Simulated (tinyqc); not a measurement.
Shallow acceptor in the spherical model (Baldereschi-Lipari), strong spin-orbit limit: one step, computed by the program tinyqc. Command: `OMP_NUM_THREADS=1 python tinyqc.py 3022463 3022464 out.jsonl acceptor walk`. One thread of a shared host (Intel(R) Xeon(R) Processor @ 2.30GHz), about 0.01 s of CPU time with the checks.

The 1S(3/2) state has an s envelope f(r) and a d envelope g(r). In effective units they obey -(f'' + 2f'/r + 2f/r) + mu (g'' + 5g'/r + 3g/r^2) = E f and -(g'' + 2g'/r - 6g/r^2 + 2g/r) + mu (f'' - f'/r) = E g. The cubic term, the split-off band and the central cell are left out.

Question. Lowest level in the small basis. H c = E S c with c^T S c = 1 and the largest component positive; the d weight is the part of the norm in g.

H (Ry*), lower triangle (symmetric):
```
            f1        f2        f3        g1        g2        g3
f1          -1
f2  -0.7188570      1.56
f3  -0.3009019  5.906129   32.1776
g1   0.4524603  1.071171  1.330235  1.333333
g2   0.6201514  3.058632  7.241114  2.953526  13.17333
g3   0.5104610  4.192224  20.67635  3.101264  24.28537  99.86773
```

S, lower triangle (symmetric):
```
          f1        f2        f3        g1        g2        g3
f1  1.000000
f2  0.718857  1.000000
f3  0.300902  0.718857  1.000000
g1  0.000000  0.000000  0.000000  1.000000
g2  0.000000  0.000000  0.000000  0.576861  1.000000
g3  0.000000  0.000000  0.000000  0.135116  0.576861  1.000000
```

Give: E; coefficients; d weight.

Answer.

E = -1.0941 Ry*

coefficients: f1 0.91968, f2 0.08594, f3 -0.00980, g1 -0.19483, g2 -0.00804, g3 0.00204

d weight = 0.039710
